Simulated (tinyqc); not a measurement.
Which input was changed? Model: two coupled magnetic layers: synthetic antiferromagnet, spin flop, exchange bias and magnetoresistance. Computed by tinyqc, a small Python program. Command: `OMP_NUM_THREADS=1 python tinyqc.py 3017001 3017002 out.jsonl saf which`. One thread of a shared host (Intel(R) Xeon(R) Processor @ 2.30GHz), about 3 s of CPU time with the checks.

Moments lie in the plane at the angles p1, p2 from the field. Energy per area: E = J1 cos(p1 - p2) + J2 cos^2(p1 - p2) - B M_s (t1 cos p1 + t2 cos p2) + K (t1 sin^2 p1 + t2 sin^2 p2).

Inputs (values chosen for the exercise, for a model stack):
```
quantity                         value    unit
saturation magnetisation M_s      1270    kA/m
thickness t1                       3.4      nm
thickness t2                         2      nm
antiferromagnetic coupling J1      1.2  mJ/m^2
biquadratic coupling J2          0.055  mJ/m^2
in-plane anisotropy K              6.5  kJ/m^3
field over the saturation field   0.89       -
```

Field direction: along the easy axis.

Method:
- The parallel state is stable while the Hessian at p1 = p2 = 0 is positive: with c = J1 + 2 J2 and u = B M_s + 2K, (u t1 - c)(u t2 - c) > c^2, so B_sat M_s = c (1/t1 + 1/t2) - 2K. B_K = 2K/M_s.
- With p1 = 0, p2 = 180 degrees and c2 = J1 - 2 J2 the Hessian is [[c2 + t1 (2K + b), -c2], [-c2, c2 + t2 (2K - b)]], b = B M_s; its determinant vanishes at the positive root of t1 t2 b^2 - c2 (t1 - t2) b - [2K c2 (t1 + t2) + 4 K^2 t1 t2] = 0.
- The lowest minimum of E over both angles (from five starts; of two mirror images the one with p1 >= 0, and for equal layers |p1| <= |p2|).

Problem. One of these inputs alone was changed, within the range given: saturation magnetisation M_s (635 to 2540); thickness t2 (1 to 4); biquadratic coupling J2 (0.0275 to 0.11); field over the saturation field (0.445 to 0.98). Which one, and to what value?

Results:
```
run     stability limit B_sf of the antiparallel state (mT)  saturation field B_sat (mT)  energy (mJ/m^2)
before                                             210.3648                     808.8930        -3.707392
after                                              108.0270                     661.5364        -3.404914
```

Solution.

Each candidate set to reproduce stability limit B_sf of the antiparallel state, and what it then gives:
```
candidate                            range searched  value needed  saturation field B_sat (mT)  energy (mJ/m^2)
saturation magnetisation M_s (kA/m)     635 to 2540          2473                       415.38          -3.7074
thickness t2 (nm)                            1 to 4         2.800                       661.54          -3.4049
biquadratic coupling J2 (mJ/m^2)     0.0275 to 0.11  out of reach                            -                -
field over the saturation field       0.445 to 0.98     no effect                            -                -
```

Only thickness t2 fits every result: it went from 2 to 2.80 nm. The next best candidate, saturation magnetisation M_s, misses one result by 37 %.
